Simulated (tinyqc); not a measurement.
Thermal stress, cracking, delamination and buckling of a thin film; Griffith cracks and misfitting inclusions: one step, computed by the program tinyqc.

Isotropic linear elasticity; the substrate is much thicker than the film; stress is positive in tension.

Problem. Elastic mismatch. Dundurs alpha = (Ebar - Ebar_s)/(Ebar + Ebar_s), with Ebar_s = E_s/(1 - nu_s^2). The channel-crack factor is taken as g = 1.258 (1 - alpha)^(-0.7), a rough interpolation chosen for the exercise (1.258 is the value for matched materials).

Inputs (values chosen for the exercise, modelled on a tungsten film on silicon): deposition temperature T_d = 1275 K; final temperature T = 300 K; substrate Young's modulus E_s = 143 GPa; substrate Poisson ratio nu_s = 0.21.

Ebar = 424.2622 GPa

Give: Dundurs alpha; factor g.

Solution.

Dundurs alpha = 0.47863

factor g = 1.9846

A stiff film on a softer substrate opens wider and cracks more easily.
